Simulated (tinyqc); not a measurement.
Inside a calculation. Method: tight binding, dimerised chain. Computed by tinyqc, a small Python program that keeps every step. Settings: t1 = 2.18, t2 = 1.73, delta = 0, points = 8, cells = 5. Command: `OMP_NUM_THREADS=1 python tinyqc.py 22894 22895 out.jsonl` (the two numbers bound the seeds that draw the settings). One thread of a shared host (Intel(R) Xeon(R) Processor @ 2.60GHz), about 0.01 s of CPU time with the checks.

## Bloch Hamiltonian at k

Parameters chosen for this model:
```
parameter     value                      unit
t1         2.180000       eV, inside the cell
t2         1.730000         eV, between cells
delta             0  eV, +/- on the two sites
```

k point k (2 pi / a): 0.110000

H_AA = +delta, H_BB = -delta, H_AB = -t1 - t2 exp(-i k a).

H(k) at k (eV):
```
                     A                    B
A             0.000000  -3.512988+1.102744i
B  -3.512988-1.102744i             0.000000
```

## Levels at k

Diagonalise the Hermitian matrix.

eigenvalues (eV): -3.682000  3.682000

weights |c|^2 of the basis functions:
```
     band 1    band 2
A  0.500000  0.500000
B  0.500000  0.500000
```

## Bloch Hamiltonian at X

k point X (2 pi / a): 0.500000

As before.

H(k) at X (eV):
```
           A          B
A   0.000000  -0.450000
B  -0.450000   0.000000
```

## Levels at X

As before.

eigenvalues (eV): -0.450000  0.450000

weights |c|^2 of the basis functions:
```
     band 1    band 2
A  0.500000  0.500000
B  0.500000  0.500000
```

## Bands along a path

The same steps at evenly spaced points between the labelled ones.

Bands along the path (eV):
```
k            band 1    band 2
G         -3.910000  3.910000
G-X 0.25  -3.616471  3.616471
G-X 0.50  -2.783038  2.783038
G-X 0.75  -1.552976  1.552976
X         -0.450000  0.450000
```

With 1 band(s) filled, the highest filled level on these points lies at X and the lowest empty one at X: a gap of 0.9000 eV, direct.

## Berry (Zak) phase of the lower band

On 8 points k_j = j/N: phase = -Im ln of the product of <u_j|u_(j+1)>, closed with u_N = u_0 (the cell-periodic part is taken without the site positions). Single arguments depend on the phases chosen for the u_j; only their sum modulo 2 pi does not.

Overlaps:
```
j  |<u_j|u_j+1>|  argument (rad)
0       0.985153       -0.172532
1       0.986765       -0.162875
2       0.993030       -0.118135
3       0.898901        0.453541
4       0.898901        0.453541
5       0.993030       -0.118135
6       0.986765       -0.162875
7       0.985153       -0.172532
```

phase / pi, folded into (-1, 1] = 0.000000

## Open chain of 5 cells

H of the open chain (eV):
```
            1          2          3          4          5          6          7          8
1    0.000000  -2.180000   0.000000   0.000000   0.000000   0.000000   0.000000   0.000000
2   -2.180000   0.000000  -1.730000   0.000000   0.000000   0.000000   0.000000   0.000000
3    0.000000  -1.730000   0.000000  -2.180000   0.000000   0.000000   0.000000   0.000000
4    0.000000   0.000000  -2.180000   0.000000  -1.730000   0.000000   0.000000   0.000000
5    0.000000   0.000000   0.000000  -1.730000   0.000000  -2.180000   0.000000   0.000000
6    0.000000   0.000000   0.000000   0.000000  -2.180000   0.000000  -1.730000   0.000000
7    0.000000   0.000000   0.000000   0.000000   0.000000  -1.730000   0.000000  -2.180000
8    0.000000   0.000000   0.000000   0.000000   0.000000   0.000000  -2.180000   0.000000
9    0.000000   0.000000   0.000000   0.000000   0.000000   0.000000   0.000000  -1.730000
10   0.000000   0.000000   0.000000   0.000000   0.000000   0.000000   0.000000   0.000000

            9         10
1    0.000000   0.000000
2    0.000000   0.000000
3    0.000000   0.000000
4    0.000000   0.000000
5    0.000000   0.000000
6    0.000000   0.000000
7    0.000000   0.000000
8   -1.730000   0.000000
9    0.000000  -2.180000
10  -2.180000   0.000000
```

The same hoppings without the wrap-around bond.

levels (eV): -3.757041  -3.311976  -2.616722  -1.747234  -0.865448  0.865448  1.747234  2.616722  3.311976  3.757041

weights of the highest filled level on the sites: 0.132761  0.020924  0.149597  0.072006  0.124712  0.124712  0.072006  0.149597  0.020924  0.132761

The bulk gap runs from -0.4500 to 0.4500 eV; no level of this chain lies inside it.
